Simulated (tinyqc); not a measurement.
Empirical pseudopotential in a few plane waves, step by step. Computed by tinyqc, a small Python program that keeps every step. Settings: plane-wave index or count = 15. Command: `OMP_NUM_THREADS=1 python tinyqc.py 25953 25954 out.jsonl` (the two numbers bound the seeds that draw the settings). One thread of a shared host (Intel(R) Xeon(R) Processor @ 2.60GHz), about 0.2 s of CPU time with the checks.

## Bloch Hamiltonian at G

Parameters chosen for this model: fcc lattice, atoms at +/- a/8 (1,1,1); form factors in rydberg at |G|^2 in units of (2 pi/a)^2:
```
parameter                 value      unit
a                      5.550000  angstrom
VS(3)                 -0.209000        Ry
VS(8)                  0.042000        Ry
VS(11)                 0.054000        Ry
VA(3)                         0        Ry
VA(4)                         0        Ry
VA(11)                        0        Ry
hbar^2/2m (2 pi/a)^2   4.883112        eV
```

k point G (2 pi / a): 0  0  0

Basis: the 15 shortest G (labels in 2 pi/a), the same at every k. H(G,G') = c |k + G|^2 delta + VS(|G-G'|^2) cos((G-G').tau) + i VA sin((G-G').tau), tau = a/8 (1,1,1); 1 Ry = 13.605693 eV.

H(k) at G (eV), lower triangle:
```
           +0+0+0     -1-1-1     -1-1+1     -1+1-1     -1+1+1     +1-1-1     +1-1+1     +1+1-1
+0+0+0   0.000000
-1-1-1   2.010722  14.649336
-1-1+1  -2.010722   0.000000  14.649336
-1+1-1  -2.010722   0.000000   0.571439  14.649336
-1+1+1  -2.010722  -0.571439   0.000000   0.000000  14.649336
+1-1-1  -2.010722   0.000000   0.571439   0.571439   0.000000  14.649336
+1-1+1  -2.010722  -0.571439   0.000000   0.000000   0.571439   0.000000  14.649336
+1+1-1  -2.010722  -0.571439   0.000000   0.000000   0.571439   0.000000   0.571439  14.649336
+1+1+1   2.010722   0.000000  -0.571439  -0.571439   0.000000  -0.571439   0.000000   0.000000
-2+0+0   0.000000  -2.010722  -2.010722  -2.010722   2.010722   0.519517  -0.519517  -0.519517
+0-2+0   0.000000  -2.010722  -2.010722   0.519517  -0.519517  -2.010722   2.010722  -0.519517
+0+0-2   0.000000  -2.010722   0.519517  -2.010722  -0.519517  -2.010722  -0.519517   2.010722
+0+0+2   0.000000  -0.519517   2.010722  -0.519517  -2.010722  -0.519517  -2.010722   0.519517
+0+2+0   0.000000  -0.519517  -0.519517   2.010722  -2.010722  -0.519517   0.519517  -2.010722
+2+0+0   0.000000  -0.519517  -0.519517  -0.519517   0.519517   2.010722  -2.010722  -2.010722

           +1+1+1     -2+0+0     +0-2+0     +0+0-2     +0+0+2     +0+2+0     +2+0+0
+1+1+1  14.649336
-2+0+0  -0.519517  19.532448
+0-2+0  -0.519517   0.571439  19.532448
+0+0-2  -0.519517   0.571439   0.571439  19.532448
+0+0+2  -2.010722  -0.571439  -0.571439   0.000000  19.532448
+0+2+0  -2.010722  -0.571439   0.000000  -0.571439   0.571439  19.532448
+2+0+0  -2.010722   0.000000  -0.571439  -0.571439   0.571439   0.571439  19.532448
```

## Levels at G

Diagonalise the Hermitian matrix.

eigenvalues (eV): -1.782424  11.056568  11.056568  11.056568  13.249496  14.077897  14.077897  14.077897  18.146078  18.389570  18.389570  22.553777  22.553777  22.553777  24.932362

## Bands along a path

The same steps at evenly spaced points between the labelled ones.

Bands along the path (eV), lowest eight:
```
k            band 1     band 2     band 3     band 4     band 5     band 6     band 7     band 8
L          0.698216   3.617040   9.934148   9.934148  12.312517  14.830790  14.830790  18.665677
L-G 0.33  -0.405386   5.346450  10.072335  10.072335  12.505078  14.909042  14.909042  19.133768
L-G 0.67  -1.423540   8.369522  10.612383  10.612383  13.188676  14.744827  14.744827  16.262001
G         -1.782424  11.056568  11.056568  11.056568  13.249496  14.077897  14.077897  14.077897
G-X 0.33  -1.301251   8.533708   9.875942   9.875942  12.992860  15.002865  16.002257  16.002257
G-X 0.67   0.121138   5.423684   8.680286   8.680286  11.957883  12.926676  19.318044  19.318044
X          2.409361   2.658457   8.364540   8.364540  11.701966  12.024791  23.073435  23.073435
```

With 4 band(s) filled, the highest filled level on these points lies at G and the lowest empty one at X: a gap of 0.6454 eV, indirect. This holds for the small fixed basis; with all plane waves up to |k + G|^2 = 21 (2 pi/a)^2 the gap along the path is 0.41 eV.

## Convergence with the number of plane waves

Levels at G counted from the fourth one.

Levels (eV):
```
plane waves     level 1   level 5   level 8
9            -15.860322         0  2.285756
15           -12.838993  2.192928  3.021329
27           -12.383174  2.681154  2.904650
51           -12.478790  2.743491  2.962204
59           -12.500700  2.742556  2.828820
65           -12.507167  2.742556  2.803462
89           -12.478840  2.724506  2.826390
```
